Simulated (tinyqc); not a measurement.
# Conduction-band offset of an n-N heterojunction from carrier-profile moments: effect of the offset

Layer 1 (x < 0) accumulates electrons and layer 2 (x > 0) is depleted. Boltzmann statistics. The bands bend down by V1 in layer 1 and up by V2 in layer 2, with V1 + V2 = VD = dE + Vt ln[(N2/Nc2)/(N1/Nc1)].

Sheet densities from the first integral: Q1 = sqrt((2 eps0 eps_r Vt N1/q)(exp(u1) - u1 - 1)) extra electrons, Q2 = sqrt((2 eps0 eps_r Vt N2/q)(exp(-u2) + u2 - 1)) missing ones, u = V/Vt; neutrality Q1 = Q2 + si.

Inputs (values chosen for the exercise); values of the order of III-V alloys: temperature T = 350 K; relative permittivity of both layers eps_r = 12.6; density of states of the narrow-gap layer 1 Nc1 = 5.2e17 cm^-3; density of states of the wide-gap layer 2 Nc2 = 1.1e18 cm^-3; donor density in layer 1 N1 = 3.5e15 cm^-3; donor density in layer 2 N2 = 7.4e16 cm^-3; fixed charge at the interface si = 0 cm^-2.

Constants: q = 1.602176634e-19 C, kB = 1.380649e-23 J/K, Vt = kB T/q, eps0 = 8.8541878128e-14 F/cm where lengths are in cm. Results are converted to the units shown.

Effect of the offset:
```
dE (eV)	VD (V)	V1 (V)	Q1 (cm^-2)	n(0-)/Nc1
0.06	0.1294	0.08679	1.429e11	0.1196
0.12	0.1894	0.1112	2.277e11	0.2689
0.19	0.2594	0.1302	3.201e11	0.5051
0.25	0.3194	0.1416	3.903e11	0.7356
0.31	0.3794	0.1502	4.529e11	0.9795
0.37	0.4394	0.1571	5.098e11	1.232
0.44	0.5094	0.1637	5.703e11	1.532
0.5	0.5694	0.1685	6.182e11	1.794
```

Read the table: what changes, and by how much?

Q1 rises from 1.43e11 to 6.18e11 cm^-2, as VD^(0.72) between the last two rows. Layer 1 takes 67.1 % of VD in the first row and 29.6 % in the last: accumulation charge grows exponentially with V1, so most of a large offset falls across the depleted side. For dE = 0.19, 0.25, 0.31, 0.37, 0.44, 0.5 n(0-) nears or passes Nc1, where degeneracy and quantisation lower Q1.

Numbers from tinyqc (`OMP_NUM_THREADS=1 python tinyqc.py 2410029 2410030 out.jsonl`; about 0.08 s on one thread of a shared Intel Xeon 2.30GHz).
